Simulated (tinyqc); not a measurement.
Chemical vapour deposition: Grove model, boundary layer, depletion and step coverage: one step, computed by the program tinyqc.

A precursor diffuses to the surface and reacts there at first order; each molecule that reacts adds one formula unit of film.

Question. Step coverage in a trench. In a long trench of width w and depth l = aspect ratio x w: Knudsen diffusivity D_K = (2w) c/3 (hydraulic diameter 2w), combined as 1/D_e = 1/D_K + 1/D; D_e d2C/dz2 = 2 k_s C/w with D_e dC/dz = -k_s C at the floor. With m = sqrt(2 k_s/(w D_e)): C(floor)/C(top) = 1/[cosh(m l) + (k_s/(D_e m)) sinh(m l)].

Inputs (values chosen for the exercise, close to those used for tungsten from its fluoride): temperature T = 510 C; trench width w = 0.23 um; aspect ratio of the trench = 32.

Reactor: horizontal, reduced pressure.

mean speed c = 23588.56 cm/s

gas diffusivity D = 31.68722 cm^2/s

surface rate constant k_s = 25.20962 cm/s

Give: Knudsen diffusivity D_K; effective diffusivity D_e; modulus m l; step coverage.

Answer.

Knudsen diffusivity D_K = 0.3617 cm^2/s

effective diffusivity D_e = 0.3576 cm^2/s

modulus m l = 1.822

step coverage = 0.3068

Caution: the hydraulic-diameter form of D_K is rough for a slit.
